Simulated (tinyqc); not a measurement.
Pariser-Parr-Pople SCF with singles CI, for the molecule C=Cc1ccccc1 (SMILES; centres numbered as the heavy atoms are written), step by step. Computed by tinyqc, a small Python program that keeps every step. Settings: charge = 0, gamma = MN, start = huckel, damping = 0.3, iteration cap = 51, excitations kept = 9. Command: `OMP_NUM_THREADS=1 python tinyqc.py 27749 27750 out.jsonl` (the two numbers bound the seeds that draw the settings). One thread of a shared host (Intel(R) Xeon(R) Processor @ 2.60GHz), about 0.01 s of CPU time with the checks. Later iterations appear only in the table of the cycle.

## PPP integrals

Centres (angstrom, eV; a flat drawing with bonds scaled to 1.40 angstrom):
```
centre         x         y  core charge z         W  gamma_rr
1C      -2.87900   0.43800              1  11.16000  11.13000
2C      -1.93000  -0.59100              1  11.16000  11.13000
3C      -0.56400  -0.28300              1  11.16000  11.13000
4C       0.38500  -1.31100              1  11.16000  11.13000
5C       1.75100  -1.00300              1  11.16000  11.13000
6C       2.16700   0.33300              1  11.16000  11.13000
7C       1.21800   1.36200              1  11.16000  11.13000
8C      -0.14800   1.05400              1  11.16000  11.13000
```

Resonance integrals (eV):
```
i  j      beta
1  2  -2.39000
2  3  -2.39000
3  4  -2.39000
4  5  -2.39000
5  6  -2.39000
6  7  -2.39000
7  8  -2.39000
8  3  -2.39000
```

Mataga-Nishimoto: gamma = 14.399645/(R + a), a = 2 x 14.399645/(gamma_rr + gamma_ss); H_rr = -W_r - sum_(s != r) z_s gamma_rs; H_rs = beta for bonds.

repulsion gamma_rs (eV), order 1C, 2C, 3C, 4C, 5C, 6C, 7C, 8C:
$$\begin{pmatrix}
11.13000 & 5.34593 & 3.87249 & 2.88175 & 2.34414 & 2.27093 & 2.62113 & 3.51779 \\
5.34593 & 11.13000 & 5.34496 & 3.87280 & 2.88122 & 2.62113 & 2.88086 & 3.87196 \\
3.87249 & 5.34496 & 11.13000 & 5.34739 & 3.87280 & 3.51779 & 3.87196 & 5.34510 \\
2.88175 & 3.87280 & 5.34739 & 11.13000 & 5.34496 & 3.87266 & 3.51764 & 3.87287 \\
2.34414 & 2.88122 & 3.87280 & 5.34496 & 11.13000 & 5.34699 & 3.87287 & 3.51785 \\
2.27093 & 2.62113 & 3.51779 & 3.87266 & 5.34699 & 11.13000 & 5.34593 & 3.87249 \\
2.62113 & 2.88086 & 3.87196 & 3.51764 & 3.87287 & 5.34593 & 11.13000 & 5.34496 \\
3.51779 & 3.87196 & 5.34510 & 3.87287 & 3.51785 & 3.87249 & 5.34496 & 11.13000
\end{pmatrix}$$

core matrix H (eV), order 1C, 2C, 3C, 4C, 5C, 6C, 7C, 8C:
$$\begin{pmatrix}
-34.01417 & -2.39000 & 0.00000 & 0.00000 & 0.00000 & 0.00000 & 0.00000 & 0.00000 \\
-2.39000 & -37.97887 & -2.39000 & 0.00000 & 0.00000 & 0.00000 & 0.00000 & 0.00000 \\
0.00000 & -2.39000 & -42.33248 & -2.39000 & 0.00000 & 0.00000 & 0.00000 & -2.39000 \\
0.00000 & 0.00000 & -2.39000 & -39.87007 & -2.39000 & 0.00000 & 0.00000 & 0.00000 \\
0.00000 & 0.00000 & 0.00000 & -2.39000 & -38.34082 & -2.39000 & 0.00000 & 0.00000 \\
0.00000 & 0.00000 & 0.00000 & 0.00000 & -2.39000 & -38.00793 & -2.39000 & 0.00000 \\
0.00000 & 0.00000 & 0.00000 & 0.00000 & 0.00000 & -2.39000 & -38.61535 & -2.39000 \\
0.00000 & 0.00000 & -2.39000 & 0.00000 & 0.00000 & 0.00000 & -2.39000 & -40.50300
\end{pmatrix}$$

## Starting guess

pi electrons, sum of z_r less the charge = 8

Orbitals of the Hueckel matrix of the beta values.

P at the start, order 1C, 2C, 3C, 4C, 5C, 6C, 7C, 8C:
$$\begin{pmatrix}
1.00000 & 0.91134 & 0.00000 & -0.25272 & 0.00000 & 0.20424 & 0.00000 & -0.25272 \\
0.91134 & 1.00000 & 0.40589 & 0.00000 & -0.04849 & 0.00000 & -0.04849 & 0.00000 \\
0.00000 & 0.40589 & 1.00000 & 0.61013 & 0.00000 & -0.30121 & 0.00000 & 0.61013 \\
-0.25272 & 0.00000 & 0.61013 & 1.00000 & 0.67870 & 0.00000 & -0.32130 & 0.00000 \\
0.00000 & -0.04849 & 0.00000 & 0.67870 & 1.00000 & 0.65862 & 0.00000 & -0.32130 \\
0.20424 & 0.00000 & -0.30121 & 0.00000 & 0.65862 & 1.00000 & 0.65862 & 0.00000 \\
0.00000 & -0.04849 & 0.00000 & -0.32130 & 0.00000 & 0.65862 & 1.00000 & 0.67870 \\
-0.25272 & 0.00000 & 0.61013 & 0.00000 & -0.32130 & 0.00000 & 0.67870 & 1.00000
\end{pmatrix}$$

## Iteration 1: Fock matrix

F_rr = H_rr + P_rr gamma_rr / 2 + sum_(s != r) P_ss gamma_rs; F_rs = H_rs - P_rs gamma_rs / 2; E = tr P (H + F) / 2 + core repulsion sum_(r<s) z_r z_s gamma_rs.

F (eV), order 1C, 2C, 3C, 4C, 5C, 6C, 7C, 8C:
$$\begin{pmatrix}
-5.59500 & -4.82599 & 0.00000 & 0.36415 & 0.00000 & -0.23190 & 0.00000 & 0.44452 \\
-4.82599 & -5.59500 & -3.47474 & 0.00000 & 0.06985 & 0.00000 & 0.06984 & 0.00000 \\
0.00000 & -3.47474 & -5.59500 & -4.02131 & 0.00000 & 0.52980 & 0.00000 & -4.02061 \\
0.36415 & 0.00000 & -4.02131 & -5.59500 & -4.20382 & 0.00000 & 0.56510 & 0.00000 \\
0.00000 & 0.06985 & 0.00000 & -4.20382 & -5.59500 & -4.15082 & 0.00000 & 0.56514 \\
-0.23190 & 0.00000 & 0.52980 & 0.00000 & -4.15082 & -5.59500 & -4.15047 & 0.00000 \\
0.00000 & 0.06984 & 0.00000 & 0.56510 & 0.00000 & -4.15047 & -5.59500 & -4.20382 \\
0.44452 & 0.00000 & -4.02061 & 0.00000 & 0.56514 & 0.00000 & -4.20382 & -5.59500
\end{pmatrix}$$

pi energy = -102.14708 eV

## Iteration 1: orbitals and new P

Diagonalise F (the basis is taken as orthonormal) and form P = 2 sum c c over the lowest orbitals; 0.3 of the old P is kept.

orbital energies (eV): [-13.67204, -11.62889, -10.36433, -9.39242, -1.79758, -0.82567, 0.43889, 2.48204]

P after iteration 1, order 1C, 2C, 3C, 4C, 5C, 6C, 7C, 8C:
$$\begin{pmatrix}
1.00000 & 0.92153 & 0.00000 & -0.23730 & 0.00000 & 0.18694 & 0.00000 & -0.24332 \\
0.92153 & 1.00000 & 0.38345 & 0.00000 & -0.04401 & 0.00000 & -0.03868 & 0.00000 \\
0.00000 & 0.38345 & 1.00000 & 0.61550 & 0.00000 & -0.30698 & 0.00000 & 0.61614 \\
-0.23730 & 0.00000 & 0.61550 & 1.00000 & 0.67832 & 0.00000 & -0.32342 & 0.00000 \\
0.00000 & -0.04401 & 0.00000 & 0.67832 & 1.00000 & 0.65908 & 0.00000 & -0.32179 \\
0.18694 & 0.00000 & -0.30698 & 0.00000 & 0.65908 & 1.00000 & 0.66052 & 0.00000 \\
0.00000 & -0.03868 & 0.00000 & -0.32342 & 0.00000 & 0.66052 & 1.00000 & 0.67643 \\
-0.24332 & 0.00000 & 0.61614 & 0.00000 & -0.32179 & 0.00000 & 0.67643 & 1.00000
\end{pmatrix}$$

## Iteration 2: Fock matrix

As before.

F (eV), order 1C, 2C, 3C, 4C, 5C, 6C, 7C, 8C:
$$\begin{pmatrix}
-5.59500 & -4.85323 & 0.00000 & 0.34192 & 0.00000 & -0.21227 & 0.00000 & 0.42798 \\
-4.85323 & -5.59500 & -3.41477 & 0.00000 & 0.06340 & 0.00000 & 0.05571 & 0.00000 \\
0.00000 & -3.41477 & -5.59500 & -4.03567 & 0.00000 & 0.53994 & 0.00000 & -4.03666 \\
0.34192 & 0.00000 & -4.03567 & -5.59500 & -4.20281 & 0.00000 & 0.56884 & 0.00000 \\
0.00000 & 0.06340 & 0.00000 & -4.20281 & -5.59500 & -4.15204 & 0.00000 & 0.56601 \\
-0.21227 & 0.00000 & 0.53994 & 0.00000 & -4.15204 & -5.59500 & -4.15556 & 0.00000 \\
0.00000 & 0.05571 & 0.00000 & 0.56884 & 0.00000 & -4.15556 & -5.59500 & -4.19775 \\
0.42798 & 0.00000 & -4.03666 & 0.00000 & 0.56601 & 0.00000 & -4.19775 & -5.59500
\end{pmatrix}$$

pi energy = -102.16065 eV

## Iteration 2: orbitals and new P

As before.

orbital energies (eV): [-13.67050, -11.62460, -10.36309, -9.41231, -1.77769, -0.82691, 0.43460, 2.48050]

P after iteration 2, order 1C, 2C, 3C, 4C, 5C, 6C, 7C, 8C:
$$\begin{pmatrix}
1.00000 & 0.92724 & 0.00000 & -0.22844 & 0.00000 & 0.17736 & 0.00000 & -0.23745 \\
0.92724 & 1.00000 & 0.37034 & 0.00000 & -0.04160 & 0.00000 & -0.03373 & 0.00000 \\
0.00000 & 0.37034 & 1.00000 & 0.61853 & 0.00000 & -0.30971 & 0.00000 & 0.61982 \\
-0.22844 & 0.00000 & 0.61853 & 1.00000 & 0.67803 & 0.00000 & -0.32470 & 0.00000 \\
0.00000 & -0.04160 & 0.00000 & 0.67803 & 1.00000 & 0.65929 & 0.00000 & -0.32229 \\
0.17736 & 0.00000 & -0.30971 & 0.00000 & 0.65929 & 1.00000 & 0.66172 & 0.00000 \\
0.00000 & -0.03373 & 0.00000 & -0.32470 & 0.00000 & 0.66172 & 1.00000 & 0.67493 \\
-0.23745 & 0.00000 & 0.61982 & 0.00000 & -0.32229 & 0.00000 & 0.67493 & 1.00000
\end{pmatrix}$$

## Iteration 3: Fock matrix

As before.

F (eV), order 1C, 2C, 3C, 4C, 5C, 6C, 7C, 8C:
$$\begin{pmatrix}
-5.59500 & -4.86849 & 0.00000 & 0.32915 & 0.00000 & -0.20139 & 0.00000 & 0.41765 \\
-4.86849 & -5.59500 & -3.37974 & 0.00000 & 0.05994 & 0.00000 & 0.04859 & 0.00000 \\
0.00000 & -3.37974 & -5.59500 & -4.04377 & 0.00000 & 0.54474 & 0.00000 & -4.04651 \\
0.32915 & 0.00000 & -4.04377 & -5.59500 & -4.20203 & 0.00000 & 0.57110 & 0.00000 \\
0.00000 & 0.05994 & 0.00000 & -4.20203 & -5.59500 & -4.15262 & 0.00000 & 0.56688 \\
-0.20139 & 0.00000 & 0.54474 & 0.00000 & -4.15262 & -5.59500 & -4.15875 & 0.00000 \\
0.00000 & 0.04859 & 0.00000 & 0.57110 & 0.00000 & -4.15875 & -5.59500 & -4.19374 \\
0.41765 & 0.00000 & -4.04651 & 0.00000 & 0.56688 & 0.00000 & -4.19374 & -5.59500
\end{pmatrix}$$

pi energy = -102.16734 eV

## Iteration 3: orbitals and new P

As before.

orbital energies (eV): [-13.66960, -11.62195, -10.36225, -9.42366, -1.76634, -0.82775, 0.43195, 2.47960]

P after iteration 3, order 1C, 2C, 3C, 4C, 5C, 6C, 7C, 8C:
$$\begin{pmatrix}
1.00000 & 0.93046 & 0.00000 & -0.22335 & 0.00000 & 0.17201 & 0.00000 & -0.23384 \\
0.93046 & 1.00000 & 0.36271 & 0.00000 & -0.04028 & 0.00000 & -0.03122 & 0.00000 \\
0.00000 & 0.36271 & 1.00000 & 0.62023 & 0.00000 & -0.31099 & 0.00000 & 0.62206 \\
-0.22335 & 0.00000 & 0.62023 & 1.00000 & 0.67784 & 0.00000 & -0.32547 & 0.00000 \\
0.00000 & -0.04028 & 0.00000 & 0.67784 & 1.00000 & 0.65939 & 0.00000 & -0.32268 \\
0.17201 & 0.00000 & -0.31099 & 0.00000 & 0.65939 & 1.00000 & 0.66247 & 0.00000 \\
0.00000 & -0.03122 & 0.00000 & -0.32547 & 0.00000 & 0.66247 & 1.00000 & 0.67395 \\
-0.23384 & 0.00000 & 0.62206 & 0.00000 & -0.32268 & 0.00000 & 0.67395 & 1.00000
\end{pmatrix}$$

## Convergence

Stop when output and input P, before any damping, agree to 1e-7.

Course of the cycle:
```
iteration        E (eV)  largest |P(out) - P(in)|
1          -102.1470786                  3.21e-02
2          -102.1606481                  1.87e-02
3          -102.1673356                  1.09e-02
4          -102.1702093                  6.34e-03
5          -102.1713606                  3.68e-03
6          -102.1718027                  2.14e-03
7          -102.1719678                  1.24e-03
8          -102.1720283                  7.18e-04
9          -102.1720501                  4.16e-04
10         -102.1720579                  2.41e-04
11         -102.1720607                  1.40e-04
...                 ...                       ...
16         -102.1720622                  9.08e-06
17         -102.1720622                  5.25e-06
18         -102.1720622                  3.03e-06
19         -102.1720622                  1.75e-06
20         -102.1720622                  1.01e-06
21         -102.1720622                  6.09e-07
22         -102.1720622                  4.01e-07
23         -102.1720622                  2.66e-07
24         -102.1720622                  1.77e-07
25         -102.1720622                  1.19e-07
26         -102.1720622                  8.14e-08
```

Converged in 26 iterations.

## Converged orbitals

Charges are z - P_rr.

orbital energies (eV): [-13.66829, -11.61787, -10.36080, -9.43875, -1.75125, -0.82920, 0.42787, 2.47829]

coefficients, order 1C, 2C, 3C, 4C, 5C, 6C, 7C, 8C:
$$\begin{pmatrix}
0.14807 & 0.40933 & 0.00947 & 0.55716 & 0.55716 & 0.00947 & -0.40933 & 0.14807 \\
0.28995 & 0.52270 & -0.00132 & 0.37777 & -0.37777 & 0.00132 & 0.52270 & -0.28995 \\
0.49533 & 0.33477 & -0.01342 & -0.37736 & -0.37736 & -0.01342 & -0.33477 & 0.49533 \\
0.39665 & 0.00828 & 0.49386 & -0.31418 & 0.31418 & -0.49386 & 0.00828 & -0.39665 \\
0.34181 & -0.32686 & 0.50649 & 0.14069 & 0.14069 & 0.50649 & 0.32686 & 0.34181 \\
0.32117 & -0.47612 & 0.01234 & 0.41232 & -0.41232 & -0.01234 & -0.47612 & -0.32117 \\
0.34042 & -0.33696 & -0.49315 & 0.16546 & 0.16546 & -0.49315 & 0.33696 & 0.34042 \\
0.39427 & -0.00489 & -0.50592 & -0.29761 & 0.29761 & 0.50592 & -0.00489 & -0.39427
\end{pmatrix}$$

pi charges: 1C 0.00000, 2C 0.00000, 3C 0.00000, 4C 0.00000, 5C 0.00000, 6C 0.00000, 7C 0.00000, 8C 0.00000

## Singles CI, singlets

Over the 9 single excitations with the smallest orbital gaps: A = (e_a - e_i) delta + 2 (ia|jb) - (ij|ab), with (pq|rs) = sum c_mp c_mq gamma_mn c_nr c_ns. f = 2/3 w |mu|^2 in atomic units, mu = sqrt2 sum c_ia sum_m c_mi c_ma R_m.

singlet CI matrix (eV):
```
          4>5       4>6       3>5       3>6       4>7       2>5       2>6       3>7
4>5   4.98649  -0.09000  -0.09000  -0.16647  -0.05569   0.05569   0.02017  -0.02017
4>6  -0.09000   5.42547   0.67882   0.00081   0.06275  -0.07711   0.22652   0.46613
3>5  -0.09000   0.67882   5.42547   0.00081   0.07711  -0.06275  -0.46613  -0.22652
3>6  -0.16647   0.00081   0.00081   6.63510  -0.28279   0.28279   0.00294  -0.00294
4>7  -0.05569   0.06275   0.07711  -0.28279   6.91986  -0.39923  -0.01327   0.01283
2>5   0.05569  -0.07711  -0.06275   0.28279  -0.39923   6.91986   0.01283  -0.01327
2>6   0.02017   0.22652  -0.46613   0.00294  -0.01327   0.01283   7.31546  -0.40346
3>7  -0.02017   0.46613  -0.22652  -0.00294   0.01283  -0.01327  -0.40346   7.31546
1>5   0.24905  -0.03084   0.03859  -0.00324  -0.22955  -0.06958   0.00126  -0.05620

          1>5
4>5   0.24905
4>6  -0.03084
3>5   0.03859
3>6  -0.00324
4>7  -0.22955
2>5  -0.06958
2>6   0.00126
3>7  -0.05620
1>5   8.47233
```

singlet excitation energies (eV): [4.54356, 4.93473, 6.05838, 6.47930, 6.50179, 7.11295, 7.49783, 7.75777, 8.52918]

oscillator strengths: [0.00002, 0.74944, 0.44127, 0.50684, 0.11025, 0.00013, 0.37303, 0.72491, 0.06870]

## Singles CI, triplets

Over the 9 single excitations with the smallest orbital gaps: A = (e_a - e_i) delta - (ij|ab), with (pq|rs) = sum c_mp c_mq gamma_mn c_nr c_ns.

triplet CI matrix (eV):
```
          4>5       4>6       3>5       3>6       4>7       2>5       2>6       3>7
4>5   2.55313  -0.02903  -0.02903  -0.34028   0.44646  -0.44646  -0.03592   0.03592
4>6  -0.02903   4.40636  -0.34028   0.01356   0.02156  -0.03592   0.78519  -0.09254
3>5  -0.02903  -0.34028   4.40636   0.01356   0.03592  -0.02156   0.09254  -0.78519
3>6  -0.34028   0.01356   0.01356   3.56580  -0.09254   0.09254   0.00871  -0.00871
4>7   0.44646   0.02156   0.03592  -0.09254   4.98057   1.54006   0.01959  -0.02003
2>5  -0.44646  -0.03592  -0.02156   0.09254   1.54006   4.98057  -0.02003   0.01959
2>6  -0.03592   0.78519   0.09254   0.00871   0.01959  -0.02003   6.51275   0.39925
3>7   0.03592  -0.09254  -0.78519  -0.00871  -0.02003   0.01959   0.39925   6.51275
1>5   0.04841  -0.01353   0.05590   0.29050   0.20537  -0.50449  -0.01709  -0.03785

          1>5
4>5   0.04841
4>6  -0.01353
3>5   0.05590
3>6   0.29050
4>7   0.20537
2>5  -0.50449
2>6  -0.01709
3>7  -0.03785
1>5   7.25172
```

triplet excitation energies (eV): [2.17645, 3.33096, 3.74356, 3.96062, 4.54347, 6.43727, 6.47219, 7.10689, 7.39860]
